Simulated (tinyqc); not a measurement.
Inside a calculation. Model: one-sided p+-n junction, ionisation integral and breakdown.

Program tinyqc, `OMP_NUM_THREADS=1 python tinyqc.py 2120055 2120056 out.jsonl`; Intel Xeon 2.30GHz, shared host, one thread, about 0.04 s. Printed values are rounded.

A p+ layer at x < 0 and an n drift layer from x = 0. Depletion approximation, built-in voltage neglected. Local ionisation coefficients alpha_n = an exp(-(bn/E)^mx), alpha_p = ap exp(-(bp/E)^mx). Electrons move towards +x, holes towards x = 0.

Parameters, values chosen for the exercise; material values close to those of silicon:
- eps_r = 11.9 (relative permittivity)
- an = 6.85e5 1/cm (prefactor of the electron ionisation coefficient)
- bn = 1.28e6 V/cm (field constant for electrons)
- ap = 1.54e6 1/cm (prefactor of the hole ionisation coefficient)
- bp = 1.93e6 V/cm (field constant for holes)
- mx = 1 (exponent)
- N = 3.6e15 cm^-3 (donor density of the drift layer)
- V = 92.4 V (reverse voltage)
- fr = 0.4 (share of the depleted width that the grid covers)

Constants: q = 1.602176634e-19 C, eps0 = 8.8541878128e-14 F/cm where lengths are in cm. Results are converted to the units shown.

## Field and ionisation coefficients on a grid

W = sqrt(2 eps0 eps_r V/(q N)), peak field E0 = q N W/(eps0 eps_r), falling linearly to 0 at W. Grid: 12 equal steps from 0 to fr W.

W = 5.81022 um

```
point   x (um)  E (kV/cm)  alpha_n (1/cm)  alpha_p (1/cm)
0      0.00000    318.060         12243.9         3566.23
1      0.19367    307.458         10657.4         2892.92
2      0.38735    296.856         9184.98         2311.92
3      0.58102    286.254         7829.28         1817.17
4      0.77470    275.652         6592.21         1402.09
5      0.96837    265.050         5474.75         1059.61
6      1.16204    254.448         4476.89         782.313
7      1.35572    243.846         3597.40         562.545
8      1.54939    233.244         2833.78         392.567
9      1.74307    222.642         2182.10         264.722
10     1.93674    212.040         1636.94         171.614
11     2.13041    201.438         1191.38         106.292
12     2.32409    190.836         837.024         62.4215
```

## Ionisation integrals by the trapezoid rule

G(x) = integral from 0 to x of (alpha_n - alpha_p); I_n = integral of alpha_n exp(-G) (electrons injected at x = 0), I_p = integral of alpha_p exp(G(end) - G) (holes injected at the far edge); M = 1/(1 - I). All integrals by the trapezoid rule on the grid.

```
point         G  alpha_n exp(-G) (1e4 1/cm)
0      0.000000                     1.22439
1      0.159221                     0.90887
2      0.300966                     0.67978
3      0.425742                     0.51148
4      0.534221                     0.38639
5      0.627235                     0.29239
6      0.705767                     0.22104
7      0.770933                     0.16641
8      0.823962                     0.12432
9      0.866169                     0.09177
10     0.898926                     0.06662
11     0.923623                     0.04731
12     0.941632                     0.03264
```

I_n = 0.798882
I_p = 0.476268
M_n = 4.97221
M_p = 1.90937

A grid of 1500 steps over the whole width gives I_n = 0.8064 and I_p = 0.4878; the coarse I_n is 0.94 % below and the coarse I_p 2.4 % below those values. Electrons multiply more: on this coarse grid M - 1 is 4.37 times as large for them.

## Breakdown voltage by secant steps

G(x) = integral from 0 to x of (alpha_n - alpha_p); I_n = integral of alpha_n exp(-G) (electrons injected at x = 0), I_p = integral of alpha_p exp(G(end) - G) (holes injected at the far edge); M = 1/(1 - I). Secant steps on ln I_n(V) = 0 with the integrals on a fine grid (1500 steps), from the points V = 84 and 93 V; stop when the step is below 1e-7 of V.

Course of the iteration:
```
step    V (V)       I_n  change of V (V)
1          93  0.816317             8.96
2     101.959  0.959676             2.28
3     104.238  0.994687            0.339
4     104.577  0.999836           0.0107
5     104.588  0.999999          4.45e-5
6     104.588   1.00000          5.66e-9
```

Breakdown at 104.59 V, with a peak field of 338.4 kV/cm and W = 6.182 um. The integral for holes reaches 1 at the same voltage.
